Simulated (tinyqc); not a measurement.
# Admittance spectroscopy of a deep trap: admittance against temperature

Schottky contact on an n-type layer with shallow donors Nd (all ionised) and a donor-like deep trap, neutral when filled and positive when empty; depletion approximation. Traps within lam of the depletion edge stay filled. The traps at xt = W - lam, where the level crosses the Fermi level, follow a slow signal and not a fast one. w = 2 pi f.

Emission rate en = sn vth(T) Nc(T) exp(-Et/kB T) = sn g T^2 exp(-Et/kB T), g = vth Nc/(300 K)^2, as vth goes as T^0.5 and Nc as T^1.5 (degeneracy factor 1). lam = sqrt(2 eps0 eps_r (EF - ET)/(q Nd)), EF - ET = Et - (kB T/q) ln(Nc(T)/Nd), Nc(T) = Nc (T/300 K)^1.5. In the steady state at the band bending V, 2 eps0 eps_r V/q = Nd W^2 + Nt (W - lam)^2 (the second term only if W > lam). V = Vbi + Vr. C_HF = eps0 eps_r/W, C_LF = eps0 eps_r (Nd + Nt)/(Nd W + Nt xt). Inflection frequency w0 = 2 en [1 + Nt xt/(Nd W)]; C = C_HF + (C_LF - C_HF)/(1 + (w/w0)^2), G/w = (C_LF - C_HF)(w/w0)/(1 + (w/w0)^2).

Parameters, values chosen for the exercise; material values close to those of silicon:

| symbol | value | unit | meaning |
|---|---|---|---|
| eps_r | 11.9 |  | relative permittivity |
| Nc | 2.77e19 | cm^-3 | conduction-band density of states at 300 K |
| vth | 2.3e7 | cm/s | thermal velocity at 300 K |
| Nd | 4.3e16 | cm^-3 | shallow donor density |
| Vbi | 0.61 | V | built-in voltage |
| Et | 0.17 | eV | depth of the trap below the conduction edge |
| sn | 3.4e-17 | cm^2 | capture cross-section |
| Nt | 2.8e16 | cm^-3 | trap density |
| Vr | 0 | V | reverse bias |
| f | 980 | Hz | signal frequency |

Constants: q = 1.602176634e-19 C, kB = 1.380649e-23 J/K, eps0 = 8.8541878128e-14 F/cm where lengths are in cm. Results are converted to the units shown.

Result of one run:
```
w0/(2 pi) (Hz)  C (nF/cm^2)  G/w (nF/cm^2)
9893                  102.1          1.717
```

Which temperature T gave this result: 114, 130, 158 or 164 K?

T = 158 K.

The whole series:
```
T (K)  w0/(2 pi) (Hz)  C (nF/cm^2)  G/w (nF/cm^2)
114             40.63        83.63         0.8123
119             91.82        83.89          1.802
125             225.2        84.83          4.176
130             448.1        87.27          7.148
136             960.8        93.28          9.306
141              1732        98.21          7.875
147              3343        101.1          4.879
153              6151        102.0          2.761
158              9893        102.1          1.717
164           1.689e4        102.1         0.9939
169           2.568e4        102.1         0.6445
```

G/w goes from 0.812 through a maximum of 9.31 (at T = 136 K among the rows listed) to 0.645 nF/cm^2, where w0 passes the signal: w0/(2 pi) rises from 40.6 to 25700 Hz. C rises from 83.6 to 102 nF/cm^2.

Program tinyqc, `OMP_NUM_THREADS=1 python tinyqc.py 2050059 2050060 out.jsonl`; Intel Xeon 2.30GHz, shared host, one thread, about 0.01 s.
